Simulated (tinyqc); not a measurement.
One-electron ion in a basis of Gaussians, step by step. Computed by tinyqc, a small Python program that keeps every step. Settings: Z = 3, l = 1. Command: `OMP_NUM_THREADS=1 python tinyqc.py 25259 25260 out.jsonl` (the two numbers bound the seeds that draw the settings). One thread of a shared host (Intel(R) Xeon(R) Processor @ 2.60GHz), about 0.01 s of CPU time with the checks.

## Matrices over normalised Gaussians

exponents of r^l exp(-a r^2) (1/bohr^2): 0.1038  0.3248  1.0160  3.1800  9.9500  31.1300  97.4100

Z = 3

l = 1

With p = a_i + a_j and I(k) = Gamma((k+1)/2) / (2 p^((k+1)/2)): S = I(2l+2), T = (2l+3) a_i a_j S / p, V = -Z I(2l+1), each divided by sqrt(S_ii S_jj).

S, lower triangle:
```
        1       2       3       4       5       6       7
1  1.0000
2  0.6795  1.0000
3  0.2562  0.6797  1.0000
4  0.0724  0.2561  0.6794  1.0000
5  0.0184  0.0724  0.2561  0.6796  1.0000
6  0.0045  0.0184  0.0724  0.2562  0.6796  1.0000
7  0.0011  0.0045  0.0184  0.0724  0.2562  0.6795  1.0000
```

T (hartree), lower triangle:
```
        1       2       3       4        5        6         7
1  0.2595
2  0.2673  0.8120
3  0.1206  0.8364  2.5400
4  0.0364  0.3774  2.6157  7.9500
5  0.0094  0.1139  1.1803  8.1881  24.8750
6  0.0023  0.0295  0.3563  3.6956  25.6208  77.8250
7  0.0006  0.0073  0.0924  1.1154  11.5626  80.1534  243.5250
```

V (hartree), lower triangle:
```
         1        2        3        4         5         6         7
1  -1.0283
2  -1.0040  -1.8189
3  -0.6118  -1.7761  -3.2170
4  -0.2962  -1.0822  -3.1408  -5.6913
5  -0.1315  -0.5240  -1.9136  -5.5570  -10.0673
6  -0.0567  -0.2326  -0.9266  -3.3863   -9.8300  -17.8070
7  -0.0242  -0.1003  -0.4114  -1.6396   -5.9897  -17.3865  -31.4994
```

## Generalised eigenproblem

H = T + V (hartree), lower triangle:
```
         1        2        3        4        5        6         7
1  -0.7688
2  -0.7367  -1.0069
3  -0.4912  -0.9397  -0.6770
4  -0.2598  -0.7047  -0.5251   2.2587
5  -0.1221  -0.4101  -0.7333   2.6310  14.8077
6  -0.0544  -0.2031  -0.5704   0.3093  15.7909  60.0180
7  -0.0236  -0.0930  -0.3190  -0.5242   5.5729  62.7669  212.0256
```

Solve H C = S C e through S^(-1/2); each column has its largest component positive (the first on a tie).

eigenvalues of S: 0.0579  0.1311  0.2982  0.6271  1.1878  1.9663  2.7316

eigenvalues (hartree): -1.1245  -0.4770  0.6391  5.8256  25.0874  91.4189  321.0906

coefficients:
```
        1        2        3        4        5        6        7
1  0.1541   1.2423  -0.7909   0.2912   0.1228  -0.0563   0.0264
2  0.6425  -0.6497   1.7336  -0.8776  -0.3780   0.1720  -0.0800
3  0.3025  -0.2257  -1.3974   1.6570   0.8440  -0.3852   0.1773
4  0.0562  -0.0464   0.0154  -1.6418  -1.5664   0.8024  -0.3675
5  0.0095  -0.0056  -0.0472   0.1606   1.7075  -1.4934   0.7480
6  0.0011  -0.0011   0.0050  -0.0532  -0.2212   1.6880  -1.3738
7  0.0002  -0.0001  -0.0017   0.0074   0.0454  -0.1882   1.5029
```

For Z = 3 and l = 1 the exact lowest level is -Z^2/(2 n^2) with n = l + 1: -1.125000 hartree.
